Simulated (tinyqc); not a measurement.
Gas flow in a process chamber: flow regimes, conductance, effective pumping speed, pump-down, outgassing and purge. From S_eff in molecular flow back to pipe diameter d. Computed by tinyqc, a small Python program. Command: `OMP_NUM_THREADS=1 python tinyqc.py 3120618 3120619 out.jsonl pump inv`. One thread of a shared host (Intel(R) Xeon(R) Processor @ 2.30GHz), about 0.01 s of CPU time with the checks.

Ideal gas, isothermal flow, a pump of constant speed at the end of a round pipe; process gas, volume gas and outgassing are given the same properties. 1 sccm = 101325 Pa x 1e-6 m^3/60 s x T/273.15 K.

Inputs (values chosen for the exercise, modelled on water vapour near room temperature):
```
quantity,value,unit
molar mass M,18.02,g/mol
molecular diameter,0.46,nm
temperature T,300,K
chamber volume V,24,L
pipe length l,100,cm
pump speed S,270,L/s
```

Constants: k_B = 1.380649e-23 J/K; u = 1.6605390666e-27 kg.

Method. Mean speed c = sqrt(8 k_B T/(pi m)); aperture conductance C_a = c pi d^2/16; molecular pipe C_m = C_a/(1 + 3 l/(4 d)) (Dushman form); viscous pipe C_v = pi d^4 p_mean/(128 eta l); Knudsen interpolation C = C_v + C_m (1 + x)/(1 + 1.24 x), x = d p_mean sqrt(m/(k_B T))/eta. Effective speed 1/S_eff = 1/S + 1/C_m; time constant V/S_eff; pressure at which the free path k_B T/(sqrt2 pi d_m^2 p) equals d.

Question. A run gave the result below. Find the pipe diameter d, known to lie between 3.9 and 10 cm.

S_eff in molecular flow = 27.18616 L/s

Answer.

Each step takes the trial c = (a f_b - b f_a)/(f_b - f_a), f being the result less the target and a, b, c the logarithms of the listed values; c replaces end b, the old b replaces a if the sign of f changed, and otherwise f_a is halved.

Scan of the range:
```
pipe diameter d (cm),S_eff in molecular flow (L/s)
3.90,8.4887
4.56,13.2132
5.34,20.4236
6.24,30.8774
7.31,45.9145
8.55,65.9167
10.00,90.9485
```

False position (Illinois rule, in the logarithm of the input) inside the bracket:
```
step,end a,end b,trial,S_eff in molecular flow (L/s)
1,5.34000,6.24000,5.90608,26.7435
2,6.24000,5.90608,5.94097,27.1617
3,6.24000,5.94097,5.94479,27.2077
4,5.94097,5.94479,5.94300,27.1862
5,5.94479,5.94300,5.94300,27.1862
```

S_eff in molecular flow rises at every point of a 13-point scan of the range (every second point is shown), so one value fits; it is bracketed by 5.34 and 6.24. Answer: pipe diameter d = 5.943 cm.
